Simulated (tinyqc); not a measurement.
## One electron in a tunnel-coupled double dot: charge qubit, sensing and quantum capacitance: coherence against detuning

Basis (left, right), H = [[ep/2, tc], [tc, -ep/2]], splitting Om = sqrt(ep^2 + 4 tc^2), ep = al times the gate voltage. In equilibrium the electron is on the right with the chance P_R = [1 + (ep/Om) tanh(Om/2 kB T)]/2.

Noise in ep shifts Om by (ep/Om) d + (2 tc^2/Om^3) d^2. For Gaussian d of deviation se the spread of Om is sqrt[(ep se/Om)^2 + 2 (2 tc^2 se^2/Om^3)^2], and T2* is estimated as sqrt(2) hbar/spread; Om T2*/h counts the oscillations within T2*.

Values chosen for this exercise:

| symbol | value | unit | meaning |
|---|---|---|---|
| tc | 3.4 | ueV | tunnel coupling |
| se | 1.1 | ueV | deviation of quasi-static detuning noise |

Constants: q = 1.602176634e-19 C, hbar = 1.054571817e-34 J s, h = 6.62607015e-34 J s. Results are converted to the units shown.

Coherence against detuning:

| ep (ueV) | Om (ueV) | T2* (ns) | oscillations within T2* |
|---|---|---|---|
| 0 | 6.800 | 7.398 | 12.16 |
| 0.17 | 6.802 | 7.234 | 11.90 |
| 0.34 | 6.808 | 6.801 | 11.20 |
| 0.68 | 6.834 | 5.629 | 9.302 |
| 1.4 | 6.943 | 3.703 | 6.217 |
| 2.7 | 7.316 | 2.225 | 3.937 |
| 5.1 | 8.500 | 1.404 | 2.885 |
| 10 | 12.09 | 1.023 | 2.991 |
| 20 | 21.12 | 0.8938 | 4.565 |

T2* falls from 7.40 to 0.894 ns, towards sqrt(2) hbar/se = 0.846 ns far from the anticrossing; the first row is 8.28 times the last. First and second order are equal near ep = sqrt(2) se/2 = 0.778 ueV.

Computed by the program tinyqc: `OMP_NUM_THREADS=1 python tinyqc.py 2470046 2470047 out.jsonl`, one thread of a shared Intel Xeon 2.30GHz, about 0.01 s for the whole run.
